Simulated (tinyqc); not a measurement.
One-electron ion in a basis of Gaussians, step by step. One step of it, computed by the program tinyqc.

Question. Generalised eigenproblem. Solve H C = S C e through S^(-1/2); each column has its largest component positive (the first on a tie).

H = T + V (hartree):
```
            1           2           3           4           5           6            7
1   -9.823164  -10.730604  -11.338123  -10.904005   -9.590559   -7.982997    -6.446706
2  -10.730604  -10.164679  -10.324127  -13.212502  -14.888265  -14.279633   -12.446948
3  -11.338123  -10.324127   -0.093057    3.330768   -6.616218  -15.963631   -19.254648
4  -10.904005  -13.212502    3.330768   45.736886   61.511119   30.876552    -2.605710
5   -9.590559  -14.888265   -6.616218   61.511119  201.581066  255.406173   165.849599
6   -7.982997  -14.279633  -15.963631   30.876552  255.406173  679.044923   844.205867
7   -6.446706  -12.446948  -19.254648   -2.605710  165.849599  844.205867  2071.045090
```

S:
```
          1         2         3         4         5         6         7
1  1.000000  0.832572  0.516395  0.272213  0.133589  0.063734  0.030091
2  0.832572  1.000000  0.832507  0.516438  0.272228  0.133577  0.063735
3  0.516395  0.832507  1.000000  0.832615  0.516528  0.272245  0.133599
4  0.272213  0.516438  0.832615  1.000000  0.832596  0.516446  0.272220
5  0.133589  0.272228  0.516528  0.832596  1.000000  0.832534  0.516425
6  0.063734  0.133577  0.272245  0.516446  0.832534  1.000000  0.832575
7  0.030091  0.063735  0.133599  0.272220  0.516425  0.832575  1.000000
```

Give: eigenvalues of S; eigenvalues; coefficients.

Answer.

eigenvalues of S: 0.0088  0.0312  0.1021  0.3051  0.8312  1.9835  3.7381

eigenvalues (hartree): -12.4771  3.5599  43.9552  168.1904  532.5481  1601.3259  4859.1629

coefficients:
```
        1        2        3        4        5        6        7
1  0.5592  -1.8125  -1.3124   0.7077  -0.3802   0.2091  -0.1151
2  0.3217   1.8763   3.2815  -2.3195   1.3000  -0.7100   0.3874
3  0.1782  -0.2691  -2.7585   3.9110  -2.7330   1.5409  -0.8333
4  0.0427   0.1922   0.5317  -3.1392   4.0793  -2.7921   1.5476
5  0.0188  -0.0299  -0.2194   0.6565  -3.2446   3.9620  -2.6162
6  0.0025   0.0158   0.0470  -0.2001   0.6584  -3.0447   3.5177
7  0.0023  -0.0005  -0.0140   0.0288  -0.1374   0.4162  -2.4145
```

For Z = 5 and l = 0 the exact lowest level is -Z^2/(2 n^2) with n = l + 1: -12.500000 hartree.
